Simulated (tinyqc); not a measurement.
Threshold-voltage variability of a planar MOSFET, analytic estimates: two steps of the calculation.

Three independent sources add in quadrature: random dopants in the depleted layer, metal-gate grains of two orientations, and roughness of the two gate edges acting through the roll-off VT = VT(long) - Vr exp(-L/l). These are first-order estimates: no three-dimensional electrostatics, no percolation.

Inputs (values chosen for the exercise); material values close to those of germanium:
```
symbol,value,unit,meaning
T,293,K,temperature
n,1.12,,subthreshold factor
gI,10,1/V,gm/I of a matched pair
sb,0.9,%,spread of the gain factor of one device
Nb,268435456,,number of cells
Y,0.966,,wanted yield
```

Constants: q = 1.602176634e-19 C, kB = 1.380649e-23 J/K, Vt = kB T/q. Results are converted to the units shown.

Task 1. Total spread, mismatch and leakage. s = sqrt(s1^2 + s2^2 + s3^2). For a pair: s(dVT) = sqrt(2) s; current mismatch sqrt(2) sqrt((gI s)^2 + sb^2); input offset = current mismatch/gI. For a Gaussian VT the off current is log-normal with mean/median = exp(s^2/(2 (n Vt)^2)).

s1 = 40.845461 mV
s2 = 23.758788 mV
s3 = 3.1013882 mV

Give: s; s(dVT); current mismatch; input offset; mean/median of Ioff.

Result 1.

s = 47.355 mV
s(dVT) = 66.969 mV
current mismatch = 66.981 %
input offset = 66.981 mV
mean/median of Ioff = 4.0637

Task 2. Margin in standard deviations for the wanted yield. Cells fail independently with probability Q(k) = erfc(k/sqrt(2))/2 when the margin is k standard deviations, and Y = exp(-Nb Q(k)). phi = exp(-k^2/2)/sqrt(2 pi). Newton steps on ln Q(k) = ln(-ln(Y)/Nb): k(new) = k + [ln Q - ln(-ln(Y)/Nb)] Q/phi.

k at the start = 4

Wanted: Q(k); phi; k after iteration 1.

Result 2.

Q(k) = 3.167e-5
phi = 1.338e-4
k after iteration 1 = 6.937

Numbers from tinyqc (`OMP_NUM_THREADS=1 python tinyqc.py 2090116 2090117 out.jsonl`; about 0.01 s on one thread of a shared Intel Xeon 2.30GHz).
